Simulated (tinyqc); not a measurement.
Inside a calculation. Model: threshold-voltage variability of a planar MOSFET, analytic estimates.

tinyqc, about 0.02 s, one thread, Intel Xeon 2.30GHz (shared host): `OMP_NUM_THREADS=1 python tinyqc.py 2090128 2090129 out.jsonl` Printed values are rounded.

Three independent sources add in quadrature: random dopants in the depleted layer, metal-gate grains of two orientations, and roughness of the two gate edges acting through the roll-off VT = VT(long) - Vr exp(-L/l). These are first-order estimates: no three-dimensional electrostatics, no percolation.

Inputs (values chosen for the exercise); material values close to those of silicon: temperature T = 273 K; band gap Eg = 1.1 eV; relative permittivity of the semiconductor eps_r = 11.6; conduction-band density of states at T Nc = 2.39e19 cm^-3; valence-band density of states at T Nv = 2.27e19 cm^-3; channel doping Na = 1.8e18 cm^-3; oxide-equivalent thickness in inversion ti = 1.6 nm; gate length L = 25 nm; gate width W = 100 nm; metal grain size G = 10 nm; work-function difference of the two grain orientations dW = 0.1 eV; share of the orientation of higher work function p = 0.6; rms roughness of one gate edge De = 1.7 nm; correlation length of the roughness La = 20 nm; decay length of the threshold roll-off l = 4.2 nm; prefactor of the roll-off Vr = 1.3 V; subthreshold factor n = 1.35; gm/I of a matched pair gI = 25 1/V; spread of the gain factor of one device sb = 2 %; number of cells Nb = 1048576; wanted yield Y = 0.81.

Constants: q = 1.602176634e-19 C, kB = 1.380649e-23 J/K, Vt = kB T/q, eps0 = 8.8541878128e-14 F/cm where lengths are in cm. Results are converted to the units shown.

Range of the model: The depletion depth exceeds L, so source and drain share much of the charge and the dopant estimate is rough. gI s exceeds 0.2, so the linear formula for the current mismatch is only a rough guide.

## Random dopants

ni = sqrt(Nc Nv) exp(-Eg/(2 Vt)), Eg in volts; Cox = 3.9 eps0/ti; Wd = sqrt(4 eps0 eps_r Vt ln(Na/ni)/(q Na)); dopants: s1 = (q/Cox) sqrt(Na Wd/(3 L W)). The slope A1 = s1 sqrt(L W); mean number of dopants Na L W Wd.

Cox = 2.15821 uF/cm^2
Wd = 26.4142 nm
mean number of dopants = 118.864
A1 = 0.934568 mV um
s1 = 18.6914 mV

Counting alone, 1/sqrt(N) of the depletion voltage q Na Wd/Cox = 353 mV, would give sqrt(3) times more: dopants deep in the layer act less on the surface.

## Metal grains and edge roughness

Grains: Ng = L W/G^2 (at least 1), s2 = dW sqrt(p (1 - p)/Ng). Edges, with exponential correlation and u = W/La: the mean gate length has sL^2 = 2 De^2 (2/u)[1 - (1 - exp(-u))/u]; s3 = sL (Vr/l) exp(-L/l).

Ng = 25
s2 = 9.79796 mV
sL = 1.36114 nm
dVT/dL = 0.804652 mV/nm
s3 = 1.09525 mV

## Total spread, mismatch and leakage

s = sqrt(s1^2 + s2^2 + s3^2). For a pair: s(dVT) = sqrt(2) s; current mismatch sqrt(2) sqrt((gI s)^2 + sb^2); input offset = current mismatch/gI. For a Gaussian VT the off current is log-normal with mean/median = exp(s^2/(2 (n Vt)^2)).

s = 21.1321 mV
s(dVT) = 29.8853 mV
current mismatch = 74.7669 %
input offset = 29.9067 mV
mean/median of Ioff = 1.24778

The dopants give 78.2 % of the variance; without them s would be 9.86 mV. A current mismatch this large is beyond the linear estimate.

## Iteration 1: margin in standard deviations for the wanted yield

k at the start = 4

Cells fail independently with probability Q(k) = erfc(k/sqrt(2))/2 when the margin is k standard deviations, and Y = exp(-Nb Q(k)). phi = exp(-k^2/2)/sqrt(2 pi). Newton steps on ln Q(k) = ln(-ln(Y)/Nb): k(new) = k + [ln Q - ln(-ln(Y)/Nb)] Q/phi.

Q(k) = 3.16712e-5
phi = 1.33830e-4
k after iteration 1 = 5.19748

## Iteration 2: margin in standard deviations for the wanted yield

As before.

Q(k) = 1.01006e-7
phi = 5.43185e-7
k after iteration 2 = 5.06956

## Course of the iteration: margin in standard deviations for the wanted yield

Stop when k changes by less than 1e-9, or after 30 iterations.

Course of the iteration:
```
iteration        k  |change|
1          5.19748      1.20
2          5.06956     0.128
3          5.06805   1.51e-3
4          5.06805   2.10e-7
5          5.06805   < 1e-12
```

Converged in 5 iterations. At the end the number of correct digits about doubles with each step. With s(dVT) = 29.9 mV, 5.07 standard deviations are 151 mV.
